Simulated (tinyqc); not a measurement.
Thermal RC ladder, step response: one step of the calculation.

A ladder of 2 nodes: R_i joins node i to node i + 1, the last R to the ambient; C_i is the heat capacity of node i; theta is the rise above ambient, zero at t = 0. d theta/dt = -A theta + b with b = (Pw/C_1, 0, ...), times in ms.

Problem. The rate matrix. A = C^(-1) K, K_ii = 1/R_(i-1) + 1/R_i (no first term for node 1), K_(i,i+1) = K_(i+1,i) = -1/R_i.

Parameters, values chosen for the exercise:
- R = [1.2, 0.63] K/W (resistances, junction to ambient)
- C = [0.39, 2.1] mJ/K (heat capacities of the nodes)

Wanted: A.

Solution.

A (1/ms):
```
,node 1,node 2
node 1,2.137,-2.137
node 2,-0.397,1.153
```

Numbers from tinyqc (`OMP_NUM_THREADS=1 python tinyqc.py 2520147 2520148 out.jsonl`; about 0.01 s on one thread of a shared Intel Xeon 2.30GHz).
